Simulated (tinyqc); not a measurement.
Cabrera-Mott growth of a thin oxide under its own electric field. Changing the time t. Computed by tinyqc, a small Python program. Command: `OMP_NUM_THREADS=1 python tinyqc.py 3012013 3012014 out.jsonl cabrera sweep`. One thread of a shared host (Intel(R) Xeon(R) Processor @ 2.30GHz), about 0.04 s of CPU time with the checks.

Electrons cross the film freely and set a fixed potential V across it; the field V/x lowers the barrier for ions entering the oxide.

Inputs (values chosen for the exercise, for a model metal): barrier W = 1.48 eV; Mott potential V = 0.71 V; ion charge number z = 2; half jump distance b = 2.1 angstrom; prefactor u0 = N Omega nu = 1.8e+13 angstrom/s; temperature T = 300 K; starting thickness x0 = 4.9 angstrom.

Backward hops: ignored.

Constants: k_B = 8.617333262e-05 eV/K.

Method. u = u0 exp(-W/(k_B T)), X1 = z b V/(k_B T) with V in volts and k_B T in eV; dx/dt = u exp(X1/x). t(x) = int_(x0)^x dx / (dx/dt) by Gauss-Legendre quadrature (80 points on each side of (x0 + 2 x)/3), solved for x.

One run for each value:
```
time t (s)  thickness x (angstrom)  rate at time t (angstrom/s)  field at time t (MV/cm)
1.00e+01                     5.131                   1.4340e-02                   13.839
1.00e+02                     5.578                   2.3588e-03                   12.728
1.00e+03                     6.196                   3.0042e-04                   11.459
1.00e+04                     6.972                   3.7782e-05                   10.183
1.00e+05                     7.959                   4.8580e-06                    8.921
1.00e+06                     9.248                   6.4451e-07                    7.677
1.00e+07                    10.993                   8.9003e-08                    6.459
1.00e+08                    13.467                   1.2949e-08                    5.272
```

What does the table show?

Over the rows, thickness x (angstrom) rises from 5.13 to 13.5 (exponent d ln y / d ln x 0.036 between the first rows and 0.088 between the last); rate at time t (angstrom/s) falls from 0.0143 to 1.29e-8 (exponent d ln y / d ln x -0.78 between the first rows and -0.84 between the last); field at time t (MV/cm) falls from 13.8 to 5.27 (exponent d ln y / d ln x -0.036 between the first rows and -0.088 between the last).  Left out: 1.00 (no growth at this temperature).
